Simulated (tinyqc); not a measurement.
Empirical pseudopotential in a few plane waves, step by step. One step of it, computed by the program tinyqc.

Question. Bloch Hamiltonian at k. Basis: the 15 shortest G (labels in 2 pi/a), the same at every k. H(G,G') = c |k + G|^2 delta + VS(|G-G'|^2) cos((G-G').tau) + i VA sin((G-G').tau), tau = a/8 (1,1,1); 1 Ry = 13.605693 eV.

Parameters chosen for this model: fcc lattice, atoms at +/- a/8 (1,1,1); form factors in rydberg at |G|^2 in units of (2 pi/a)^2:

| parameter | value | unit |
|---|---|---|
| a | 6.300000 | angstrom |
| VS(3) | -0.248000 | Ry |
| VS(8) | 0.030000 | Ry |
| VS(11) | 0.080000 | Ry |
| VA(3) | 0 | Ry |
| VA(4) | 0 | Ry |
| VA(11) | 0 | Ry |
| hbar^2/2m (2 pi/a)^2 | 3.789671 | eV |

k point k (2 pi / a): 0.480000  0.010000  -0.070000

Give: H(k) at k.

Answer.

H(k) at k (eV):
```
         +0+0+0   -1-1-1   -1-1+1   -1+1-1   -1+1+1   +1-1-1   +1-1+1   +1+1-1
+0+0+0   0.8921   2.3859  -2.3859  -2.3859  -2.3859  -2.3859  -2.3859  -2.3859
-1-1-1   2.3859   9.0778   0.0000   0.0000  -0.4082   0.0000  -0.4082  -0.4082
-1-1+1  -2.3859   0.0000   8.0167   0.4082   0.0000   0.4082   0.0000   0.0000
-1+1-1  -2.3859   0.0000   0.4082   9.2294   0.0000   0.4082   0.0000   0.0000
-1+1+1  -2.3859  -0.4082   0.0000   0.0000   8.1683   0.0000   0.4082   0.4082
+1-1-1  -2.3859   0.0000   0.4082   0.4082   0.0000  16.3539   0.0000   0.0000
+1-1+1  -2.3859  -0.4082   0.0000   0.0000   0.4082   0.0000  15.2928   0.4082
+1+1-1  -2.3859  -0.4082   0.0000   0.0000   0.4082   0.0000   0.4082  16.5055
+1+1+1   2.3859   0.0000  -0.4082  -0.4082   0.0000  -0.4082   0.0000   0.0000
-2+0+0   0.0000  -2.3859  -2.3859  -2.3859   2.3859   0.7697  -0.7697  -0.7697
+0-2+0   0.0000  -2.3859  -2.3859   0.7697  -0.7697  -2.3859   2.3859  -0.7697
+0+0-2   0.0000  -2.3859   0.7697  -2.3859  -0.7697  -2.3859  -0.7697   2.3859
+0+0+2   0.0000  -0.7697   2.3859  -0.7697  -2.3859  -0.7697  -2.3859   0.7697
+0+2+0   0.0000  -0.7697  -0.7697   2.3859  -2.3859  -0.7697   0.7697  -2.3859
+2+0+0   0.0000  -0.7697  -0.7697  -0.7697   0.7697   2.3859  -2.3859  -2.3859

         +1+1+1   -2+0+0   +0-2+0   +0+0-2   +0+0+2   +0+2+0   +2+0+0
+0+0+0   2.3859   0.0000   0.0000   0.0000   0.0000   0.0000   0.0000
-1-1-1   0.0000  -2.3859  -2.3859  -2.3859  -0.7697  -0.7697  -0.7697
-1-1+1  -0.4082  -2.3859  -2.3859   0.7697   2.3859  -0.7697  -0.7697
-1+1-1  -0.4082  -2.3859   0.7697  -2.3859  -0.7697   2.3859  -0.7697
-1+1+1   0.0000   2.3859  -0.7697  -0.7697  -2.3859  -2.3859   0.7697
+1-1-1  -0.4082   0.7697  -2.3859  -2.3859  -0.7697  -0.7697   2.3859
+1-1+1   0.0000  -0.7697   2.3859  -0.7697  -2.3859   0.7697  -2.3859
+1+1-1   0.0000  -0.7697  -0.7697   2.3859   0.7697  -2.3859  -2.3859
+1+1+1  15.4444  -0.7697  -0.7697  -0.7697  -2.3859  -2.3859  -2.3859
-2+0+0  -0.7697   8.7746   0.4082   0.4082  -0.4082  -0.4082   0.0000
+0-2+0  -0.7697   0.4082  15.8992   0.4082  -0.4082   0.0000  -0.4082
+0+0-2  -0.7697   0.4082   0.4082  17.1119   0.0000  -0.4082  -0.4082
+0+0+2  -2.3859  -0.4082  -0.4082   0.0000  14.9897   0.4082   0.4082
+0+2+0  -2.3859  -0.4082   0.0000  -0.4082   0.4082  16.2024   0.4082
+2+0+0  -2.3859   0.0000  -0.4082  -0.4082   0.4082   0.4082  23.3269
```
